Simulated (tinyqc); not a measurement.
From one set of inputs to another, one input at a time: charge neutrality of a doped semiconductor with incomplete ionisation. Computed by tinyqc, a small Python program. Command: `OMP_NUM_THREADS=1 python tinyqc.py 3020023 3020024 out.jsonl dopant ladder`. One thread of a shared host (Intel(R) Xeon(R) Processor @ 2.30GHz), about 0.05 s of CPU time with the checks.

Energies are counted from the top of the valence band; E_D is measured down from the conduction band and E_A up from the valence band.

The inputs printed are set A. Set A is modelled on InAs; the values taken over come from a set modelled on germanium. Inputs not listed in the table keep their values of set A, so the rows need not describe a real material.

Inputs (values chosen for the exercise, modelled on InAs):
```
quantity,value,unit
gap at 0 K E_g0,0.418,eV
Varshni alpha,0.000283,eV/K
Varshni beta,94.5,K
electron mass m_e,0.0252,m_0
valleys M_c,1,-
hole mass m_h,0.42,m_0
acceptor density N_A,1.8e+16,cm^-3
acceptor depth E_A,0.0198,eV
acceptor degeneracy g_A,4,-
temperature T,300,K
iteration cap,60,-
```

Doping: p-type. Statistics of the bands: Boltzmann. Solver: Newton steps on the logarithm. Start of Newton steps: 0.25 eV inside the majority band.

Constants: m_0 = 9.1093837015e-31 kg; k_B = 1.380649e-23 J/K; h = 6.62607015e-34 J s; k_B = 8.617333262e-05 eV/K.

Method:
- E_g = E_g0 - alpha T^2/(T + beta).
- N_c = 2 M_c (2 pi m_e k_B T/h^2)^(3/2) and N_v = 2 (2 pi m_h k_B T/h^2)^(3/2), masses in units of m_0.
- n_i = sqrt(N_c N_v) exp(-E_g/(2 k_B T)); E_i = E_g/2 + (k_B T/2) ln(N_v/N_c).
- n = N_c exp((E_F - E_g)/k_B T), p = N_v exp(-E_F/k_B T).
- N_A- = N_A/(1 + g_A exp((E_A - E_F)/k_B T)).
- Neutrality: p + N_D+ = n + N_A-; the log ratio is ln[(p + N_D+)/(n + N_A-)].
- Newton steps from the start named, with the slope from a central difference of 1e-6 eV; the function is the log ratio y = ln[(p + N_D+)/(n + N_A-)]; the bracket -0.3 to E_g + 0.3 eV is narrowed by the sign of y at each step, and a step that would leave it is replaced by its midpoint; stop when |log ratio| < 1e-9.

Each row keeps all changes above it:
```
input moved,from,to,majority density p (cm^-3),ionised share of the acceptors,minority density n (cm^-3)
set A,-,-,1.765e+16,0.9782,4.485e+13
electron mass m_e (m_0),0.0252,0.227,1.873e+16,0.9770,1.143e+15
acceptor depth E_A (eV),0.0198,0.0106,1.884e+16,0.9836,1.136e+15
acceptor density N_A (cm^-3),1.8e+16,4.4e+13,4.649e+15,0.9959,4.605e+15
hole mass m_h (m_0),0.42,0.345,4.014e+15,0.9953,3.970e+15
gap at 0 K E_g0 (eV),0.418,0.741,4.532e+13,0.9999,1.318e+12
```

Which inputs carry the difference?

Majority density p goes from 1.77e16 to 4.53e13, a factor 0.00257 in all. The largest single move comes from gap at 0 K E_g0 (a factor 0.0113). Ionised share of the acceptors goes from 0.978 to 1.000, a factor 1.022 in all. The largest single move comes from acceptor density N_A (a factor 1.012), and electron mass m_e works against it (a factor 0.99868). Minority density n goes from 4.49e13 to 1.32e12, a factor 0.0294 in all. The largest single move comes from gap at 0 K E_g0 (a factor 3.32e-4), and electron mass m_e works against it (a factor 25.5). The single moves hold for this order of the switches; the total does not depend on the order.

Extremes, crossings and ranges named in words are read from the listed rows.
